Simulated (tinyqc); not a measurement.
Conductivity against temperature: Debye-Callaway model of lattice thermal conductivity. Computed by tinyqc, a small Python program. Command: `OMP_NUM_THREADS=1 python tinyqc.py 3022869 3022870 out.jsonl callaway walk`. One thread of a shared host (Intel(R) Xeon(R) Processor @ 2.30GHz), about 0.01 s of CPU time with the checks.

Three acoustic branches with one velocity v, cut at omega_D = k_B Theta/hbar; x = hbar omega/(k_B T). v and Theta are separate inputs: Theta cuts off the heat-carrying modes, so C need not reach 3 k_B/V. gamma is an effective value that sets the umklapp rate.

Inputs (values chosen for the exercise, modelled on germanium):
```
quantity,value,unit
sound velocity v,3760,m/s
Debye temperature Theta,378,K
volume per atom V,22.6,angstrom^3
mean atomic mass M,72.63,u
effective Grueneisen parameter gamma,2.13,-
umklapp exponent divisor b,3,-
mass variance Gamma,0.00046,-
Casimir length L,1100,micrometre
normal-process factor f_N,0.43,-
```

Sample: crystal. Point defects: isotopes. Normal processes: included.

Constants: k_B = 1.380649e-23 J/K; hbar = 1.054571817e-34 J s; u = 1.6605390666e-27 kg.

Method:
- Gamma is given directly by the isotope mixture. A = V Gamma/(4 pi v^3).
- Rates: point defects A omega^4; umklapp B omega^2 T exp(-Theta/(b T)) with B = hbar gamma^2/(M v^2 Theta); normal processes f_N B omega^2 T (T/Theta)^2. Boundaries: v/L.
- kappa_1 = c int tau_C g dx, g = x^4 e^x/(e^x - 1)^2, c = (k_B/(2 pi^2 v)) (k_B T/hbar)^3, over 0 < x < min(Theta/T, 40), by 96 Gauss-Legendre points in s with x = x_max s^2; 1/tau_C = 1/tau_R + 1/tau_N; kappa_2 = c [int (tau_C/tau_N) g dx]^2 / int (tau_C/(tau_N tau_R)) g dx; kappa = kappa_1 + kappa_2.
- The boundary limit is C v^2/(3 x boundary rate), with C = 3 c int g dx / v^2.

Rayleigh coefficient A = 1.55630e-44 s^3

Kappa (W/(m K)):
```
T (K),all processes,without point defects,boundary limit
3.8,141.78,174.06,174.06
7.6,593.20,1392.5,1392.5
13,1198.5,6872.5,6969.3
23,1668.4,9501.8,38586
38,1040.0,2349.1,1.6920e+05
64,428.38,678.11,6.0235e+05
110,192.04,251.24,1.2993e+06
190,90.151,104.22,1.8183e+06
300,47.671,52.072,2.0335e+06
490,23.806,25.178,2.1345e+06
```

What does the comparison show, and why?

kappa peaks among these rows at 23 K (T/Theta = 0.061) with 1670 W/(m K). The exponent d ln kappa/d ln T is 2.06 at the cold end and -1.42 at the hot end. The normal rate is taken to grow as T^3 at all T, which overstates it above Theta. Point defects cost most at 13 K, a factor 5.73.

Extremes, crossings and ranges named in words are read from the listed rows.
